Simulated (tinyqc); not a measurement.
Mobility of a non-polar semiconductor in the relaxation-time approximation: one step, computed by the program tinyqc.

Each valley is treated as a sphere of mass m_d for states and rates, with one isotropic relaxation time; the conductivity mass m_c sets the current.

Question. Fermi level and screening. Parabolic band: E = hbar^2 k^2/(2 m), speed v = hbar k/m, states per spin, volume and energy g(E) = m k/(2 pi^2 hbar^2). Here m = m_d. Masses are multiplied by m_0 and all formulas are in SI units. The reduced Fermi level eta = E_F/(k_B T) solves n = 2 Z int g f dE with f = 1/(1 + exp(x - eta)) (Z = 1 unless valleys are given); screening length L_s = sqrt(eps_s eps_0 k_B T/(e^2 dn/deta)), dn/deta = 2 Z int g f (1 - f) dE. Integrals over x = E/(k_B T) use 160 Gauss-Legendre points in u = sqrt(x) from 0 to sqrt(max(eta, 0) + 32).

Inputs (values chosen for the exercise, modelled on holes in silicon): equivalent valleys Z = 1; static permittivity eps_s = 11.7; carrier density n = 3.2e+18 1/cm^3; temperature T = 300 K.

Band: parabolic. Impurity formula: Conwell-Weisskopf. Further scattering: alloy.

density-of-states mass m_d = 0.494 m_0

Constants: k_B = 8.617333262e-05 eV/K; m_0 = 9.1093837015e-31 kg; e = 1.602176634e-19 C; hbar = 1.054571817e-34 J s; eps_0 = 8.8541878128e-12 F/m; k_B = 1.380649e-23 J/K.

Give: reduced Fermi level eta; screening length L_s.

Answer.

reduced Fermi level eta = -0.87246

screening length L_s = 2.4280 nm

The gas is between the classical and degenerate limits.
